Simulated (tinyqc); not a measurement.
Length of a molecular wire: coherent transport through a tight-binding bridge. Computed by the program tinyqc. T = Gamma_L Gamma_R |G_1n|^2 with the self-energies of semi-infinite chains.

A uniform bridge between two chains:
```
parameter                        value
site energy (eV)              1.830000
hopping in the bridge (eV)    0.730000
lead hopping (eV)             2.150000
couplings (eV)              0.45, 0.78
E (eV)                        0.380000
```

Transmission against length:
```
sites           T    ln T
2      1.9881e-02  -3.918
3      1.1299e-02  -4.483
4      7.4261e-03  -4.903
5      5.3692e-03  -5.227
6      4.1589e-03  -5.483
8      2.8996e-03  -5.843
9      2.5680e-03  -5.965
10     2.3505e-03  -6.053
```

Estimate the missing row, sites = 7.

Computed row:
```
sites           T    ln T
7      3.3978e-03  -5.685
```

E lies inside the band of the bridge (|E - e|/2h = 0.993 < 1): T does not decay but oscillates with length, between 0.002 and 0.020 here, as levels of the bridge pass E.
